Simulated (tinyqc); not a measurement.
## Contact resistivity and sheet resistance from two contact lengths

Problem. Rc = [sqrt(rc Rsh)/Wc] coth(Lc/(2 LT)), LT = sqrt(rc/Rsh), Wc = 68 nm; the second contact is twice as long as the first. Find LT, rc and Rsh.

Rc for Lc = 44 and 88 nm (ohm): 215.641628  137.873826

Solution. With t = tanh(Lc/(2 LT)) for the shorter contact, the resistance of the longer over that of the shorter is (1 + t^2)/2. Then sqrt(rc Rsh) = Rc t Wc, and rc and Rsh follow by multiplying and dividing by LT.

LT = 37.46 nm
rc = 2.900e-9 ohm cm^2
Rsh = 206.7 ohm

Program tinyqc, `OMP_NUM_THREADS=1 python tinyqc.py 2170141 2170142 out.jsonl`; Intel Xeon 2.30GHz, shared host, one thread, about 0.04 s.
